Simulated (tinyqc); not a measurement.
Jacobi rotations on a symmetric matrix, step by step. Computed by tinyqc, a small Python program that keeps every step. Settings: method = jacobi. Command: `OMP_NUM_THREADS=1 python tinyqc.py 26551 26552 out.jsonl` (the two numbers bound the seeds that draw the settings). One thread of a shared host (Intel(R) Xeon(R) Processor @ 2.60GHz), about 0.01 s of CPU time with the checks.

## Jacobi rotation 1

A:
$$\begin{pmatrix}
0.9580 & 0.1260 & 0.1660 & -0.4060 & -0.0260 \\
0.1260 & 2.4500 & 0.3480 & -0.0270 & 0.2070 \\
0.1660 & 0.3480 & 3.3170 & 0.3840 & 0.0950 \\
-0.4060 & -0.0270 & 0.3840 & 4.0760 & 0.1980 \\
-0.0260 & 0.2070 & 0.0950 & 0.1980 & 4.5870
\end{pmatrix}$$

Take the largest off-diagonal element A_pq; tan 2 theta = 2 A_pq / (A_qq - A_pp) with |theta| <= pi/4; A' = J^T A J with J_pp = J_qq = cos, J_pq = sin, J_qp = -sin.

p, q, theta (rad): [1.0000, 4.0000, -0.1274]

A':
$$\begin{pmatrix}
0.9060 & 0.1215 & 0.2134 & 0.0000 & -0.0006 \\
0.1215 & 2.4500 & 0.3480 & -0.0428 & 0.2070 \\
0.2134 & 0.3480 & 3.3170 & 0.3598 & 0.0950 \\
0.0000 & -0.0428 & 0.3598 & 4.1280 & 0.1997 \\
-0.0006 & 0.2070 & 0.0950 & 0.1997 & 4.5870
\end{pmatrix}$$

## Jacobi rotation 2

As before.

p, q, theta (rad): [3.0000, 4.0000, 0.3629]

A':
$$\begin{pmatrix}
0.9060 & 0.1215 & 0.1995 & 0.0758 & -0.0006 \\
0.1215 & 2.4500 & 0.3405 & 0.0835 & 0.2070 \\
0.1995 & 0.3405 & 3.1804 & 0.0000 & 0.0179 \\
0.0758 & 0.0835 & 0.0000 & 4.2646 & 0.2204 \\
-0.0006 & 0.2070 & 0.0179 & 0.2204 & 4.5870
\end{pmatrix}$$

## All rotations

The off-diagonal norm falls at every rotation.

Rotations:
```
step    p    q      theta  off-diagonal norm
1       1    4    -0.1274           8.99e-01
2       3    4     0.3629           7.42e-01
3       2    3     0.3752           5.64e-01
4       1    3     0.0944           4.61e-01
5       4    5     0.4697           3.39e-01
6       2    5     0.0836           1.85e-01
7       3    5     0.0714           1.20e-01
8       1    4     0.0211           7.06e-02
9       1    2     0.0267           4.59e-02
10      1    5     0.0072           2.40e-02
11      2    4    -0.0076           1.34e-02
...   ...  ...        ...                ...
14      1    3    -0.0007           1.93e-03
15      4    5    -0.0022           8.13e-04
16      2    5   1.69e-04           5.72e-04
17      1    4   1.22e-04           7.52e-05
18      2    4   2.47e-05           3.84e-05
19      3    5  -1.87e-05           1.09e-05
20      1    2  -5.39e-06           1.47e-06
21      1    5  -2.32e-07           7.54e-07
22      3    4  -6.46e-07           1.74e-08
23      2    3   9.37e-09           1.08e-08
24      4    5   1.34e-08           2.76e-10
```

eigenvalues: [0.8815, 2.2999, 3.3292, 4.1544, 4.7230]
